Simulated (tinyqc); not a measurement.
Punch-through p+-n junction, ionisation integral and breakdown: one step of the calculation.

A p+ layer at x < 0 and an n drift layer from x = 0 to L on an n+ substrate. Depletion approximation, built-in voltage neglected. Local ionisation coefficients alpha_n = an exp(-(bn/E)^mx), alpha_p = ap exp(-(bp/E)^mx). Electrons move towards +x, holes towards x = 0.

Question. Ionisation integrals by the trapezoid rule. G(x) = integral from 0 to x of (alpha_n - alpha_p); I_n = integral of alpha_n exp(-G) (electrons injected at x = 0), I_p = integral of alpha_p exp(G(end) - G) (holes injected at the far edge); M = 1/(1 - I). All integrals by the trapezoid rule on the grid.

```
point,x (um),alpha_n (1/cm),alpha_p (1/cm)
0,0.000000,178.00629,409.37973
1,1.818182,107.02913,259.35320
2,3.636364,61.343242,157.39544
3,5.454545,33.277178,90.920468
4,7.272727,16.940153,49.608808
5,9.090909,8.0082704,25.328502
6,10.909091,3.4706974,11.961746
7,12.727273,1.3569999,5.1506102
8,14.545455,0.46905812,1.9856598
9,16.363636,0.13966389,0.66960402
10,18.181818,0.034631689,0.19161426
11,20.000000,0.0068378630,0.044695127
```

Wanted: G; alpha_n exp(-G); I_n; I_p; M_n; M_p.

Answer.

```
point,G,alpha_n exp(-G) (1/cm)
0,0.00000,178.0
1,-0.03488,110.8
2,-0.05746,65.0
3,-0.07143,35.7
4,-0.07964,18.3
5,-0.08419,8.7
6,-0.08653,3.8
7,-0.08765,1.5
8,-0.08813,0.5
9,-0.08832,0.2
10,-0.08838,0.0
11,-0.08840,0.0
```

I_n = 0.06065
I_p = 0.1399
M_n = 1.065
M_p = 1.163

Numbers from tinyqc (`OMP_NUM_THREADS=1 python tinyqc.py 2120120 2120121 out.jsonl`; about 0.1 s on one thread of a shared Intel Xeon 2.30GHz).
